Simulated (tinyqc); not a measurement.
Inside a calculation. Method: Hueckel theory of the pi electrons with the omega technique, for the molecule [CH2]c1ccccc1 (SMILES; centres numbered as the heavy atoms are written). One step of it, computed by the program tinyqc.

Problem. Orbitals, round 1. Diagonalise; E = alpha + x beta with beta < 0, so the largest x are filled first; degenerate levels share their electrons. P = sum n_i c_ri c_si; each orbital has its largest coefficient positive (the first on a tie).

Hueckel matrix in units of beta (H = alpha + beta A):
```
          1C        2C        3C        4C        5C        6C        7C
1C  0.000000  1.000000  0.000000  0.000000  0.000000  0.000000  0.000000
2C  1.000000  0.000000  1.000000  0.000000  0.000000  0.000000  1.000000
3C  0.000000  1.000000  0.000000  1.000000  0.000000  0.000000  0.000000
4C  0.000000  0.000000  1.000000  0.000000  1.000000  0.000000  0.000000
5C  0.000000  0.000000  0.000000  1.000000  0.000000  1.000000  0.000000
6C  0.000000  0.000000  0.000000  0.000000  1.000000  0.000000  1.000000
7C  0.000000  1.000000  0.000000  0.000000  0.000000  1.000000  0.000000
```

pi electrons, sum of z_r less the charge = 7

Give: x values; occupations; coefficients; charge and bond-order matrix P.

Solution.

x values: 2.1010  1.2593  1.0000  0.0000  -1.0000  -1.2593  -2.1010

occupations: 2.0000  2.0000  2.0000  1.0000  0.0000  0.0000  0.0000

coefficients:
```
       MO1      MO2      MO3      MO4      MO5      MO6      MO7
1C  0.2380  -0.3971   0.0000   0.7559   0.0000  -0.3971  -0.2380
2C  0.5000  -0.5000   0.0000   0.0000   0.0000   0.5000   0.5000
3C  0.4063  -0.1163   0.5000  -0.3780   0.5000  -0.1163  -0.4063
4C  0.3536   0.3536   0.5000   0.0000  -0.5000  -0.3536   0.3536
5C  0.3366   0.5615   0.0000   0.3780   0.0000   0.5615  -0.3366
6C  0.3536   0.3536  -0.5000   0.0000   0.5000  -0.3536   0.3536
7C  0.4063  -0.1163  -0.5000  -0.3780  -0.5000  -0.1163  -0.4063
```

charge and bond-order matrix P:
```
         1C       2C       3C       4C       5C       6C       7C
1C   1.0000   0.6350   0.0000  -0.1125   0.0000  -0.1125   0.0000
2C   0.6350   1.0000   0.5226   0.0000  -0.2250   0.0000   0.5226
3C   0.0000   0.5226   1.0000   0.7050   0.0000  -0.2950   0.0000
4C  -0.1125   0.0000   0.7050   1.0000   0.6350   0.0000  -0.2950
5C   0.0000  -0.2250   0.0000   0.6350   1.0000   0.6350   0.0000
6C  -0.1125   0.0000  -0.2950   0.0000   0.6350   1.0000   0.7050
7C   0.0000   0.5226   0.0000  -0.2950   0.0000   0.7050   1.0000
```
